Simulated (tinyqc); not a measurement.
Reverse leakage of an n+-p junction: diffusion, generation, trap-assisted and band-to-band tunnelling: two steps of the calculation.

One-sided abrupt junction in the depletion approximation, x from the junction (0) to W on the p side, field F = F0 (1 - x/W). Flat quasi-Fermi levels, long p side. Traps generate through SRH with both lifetimes shortened by 1 + Gamma (Hurkx enhancement, form for moderate fields); band-to-band generation is local and needs a total bending above Eg.

Inputs (values chosen for the exercise); band and dielectric values close to those of germanium:

| symbol | value | unit | meaning |
|---|---|---|---|
| T | 300 | K | temperature |
| Eg | 0.658 | eV | band gap |
| Na | 1.2e16 | cm^-3 | acceptor density of the lighter side |
| Nd | 1e19 | cm^-3 | donor density of the heavier side |
| tau | 3e-6 | s | SRH lifetime of both carriers at zero field |
| Et | 0.13 | eV | trap level above the intrinsic level |
| Ab | 5.8e14 | cm^-0.5 V^-2.5 s^-1 | band-to-band prefactor |
| Bb | 4.92e6 | V/cm | band-to-band field constant |
| VR | 2.2 | V | reverse bias |

Constants: q = 1.602176634e-19 C, kB = 1.380649e-23 J/K, Vt = kB T/q. Results are converted to the units shown.

Task 1. Generation rates across the layer. u = (Vbi + VR)(1 - x/W)^2, p = Na exp(-u/Vt), n = Nd exp((u - Vbi - VR)/Vt); G0 = ni^2 (1 - exp(-VR/Vt))/(tau (n + p + 2 ni cosh(Et/Vt))); Gamma = 2 sqrt(3 pi)(F/FG) exp((F/FG)^2); trap-assisted part G0 Gamma; G_bb = Ab F^2.5 exp(-Bb/F) with F in V/cm, zero unless Vbi + VR > Eg, and counted as zero under 1 cm^-3 s^-1. 16 equal steps.

ni = 2.3441227e13 cm^-3
Vbi = 0.49640402 V
W = 632.33754 nm
F0 = 85.283693 kV/cm
FG = 295.07360 kV/cm

Find: x; F; Gamma; G0; G0 Gamma; G_bb.

Result 1.

x, point 0 to 16 (nm): [0.0, 39.5, 79.0, 118.6, 158.1, 197.6, 237.1, 276.6, 316.2, 355.7, 395.2, 434.7, 474.3, 513.8, 553.3, 592.8, 632.3]
F, point 0 to 16 (kV/cm): [85.28, 79.95, 74.62, 69.29, 63.96, 58.63, 53.30, 47.97, 42.64, 37.31, 31.98, 26.65, 21.32, 15.99, 10.66, 5.33, 0.00]
Gamma, point 0 to 16: [1.929, 1.790, 1.655, 1.524, 1.395, 1.269, 1.146, 1.025, 0.9060, 0.7889, 0.6733, 0.5591, 0.4460, 0.3337, 0.2221, 0.1109, 0]
G0, point 0 to 16 (cm^-3 s^-1): [1.831e13, 5.070e16, 5.116e16, 5.116e16, 5.116e16, 5.116e16, 5.116e16, 5.116e16, 5.116e16, 5.116e16, 5.116e16, 5.115e16, 5.091e16, 4.712e16, 3.088e16, 1.584e16, 1.176e16]
G0 Gamma, point 0 to 16 (cm^-3 s^-1): [3.532e13, 9.077e16, 8.469e16, 7.795e16, 7.137e16, 6.493e16, 5.863e16, 5.244e16, 4.635e16, 4.036e16, 3.445e16, 2.860e16, 2.270e16, 1.573e16, 6.858e15, 1.757e15, 0]
G_bb, point 0 to 16 (cm^-3 s^-1): [108.7, 2.0, 0.0, 0.0, 0.0, 0.0, 0.0, 0.0, 0.0, 0.0, 0.0, 0.0, 0.0, 0.0, 0.0, 0.0, 0.0]

Task 2. Current components. 16 equal steps.

Each current is q times the trapezoid sum of its rate; J adds J_diff; J_bb under 1e-8 of the sum is given as 0.

x, point 0 to 16 (nm): [0.00000, 39.52110, 79.04219, 118.56329, 158.08438, 197.60548, 237.12658, 276.64767, 316.16877, 355.68987, 395.21096, 434.73206, 474.25315, 513.77425, 553.29535, 592.81644, 632.33754]
G0, point 0 to 16 (cm^-3 s^-1): [1.8309815e13, 5.0697449e16, 5.1160709e16, 5.1160712e16, 5.1160712e16, 5.1160712e16, 5.1160712e16, 5.1160712e16, 5.1160712e16, 5.1160712e16, 5.1160639e16, 5.1154247e16, 5.0908960e16, 4.7124007e16, 3.0877249e16, 1.5838479e16, 1.1756212e16]
G0 Gamma, point 0 to 16 (cm^-3 s^-1): [3.5323537e13, 9.0770440e16, 8.4688011e16, 7.7949076e16, 7.1368405e16, 6.4931882e16, 5.8625869e16, 5.2437167e16, 4.6352967e16, 4.0360809e16, 3.4448488e16, 2.8600643e16, 2.2704026e16, 1.5726067e16, 6.8583031e15, 1.7572615e15, 0]
G_bb, point 0 to 16 (cm^-3 s^-1): [108.69938, 1.9763516, 0, 0, 0, 0, 0, 0, 0, 0, 0, 0, 0, 0, 0, 0, 0]
J_diff = 1.8942801e-5 A/cm^2

Give: J_SRH; J_TAT; J_bb; J.

Result 2.

J_SRH = 4.5143e-7 A/cm^2
J_TAT = 4.4172e-7 A/cm^2
J_bb = 0 A/cm^2
J = 1.9836e-5 A/cm^2

Range of the model: The n+ side is degenerate, so Vbi from Boltzmann statistics is only a guide.

Program tinyqc, `OMP_NUM_THREADS=1 python tinyqc.py 2290173 2290174 out.jsonl`; Intel Xeon 2.30GHz, shared host, one thread, about 0.01 s.
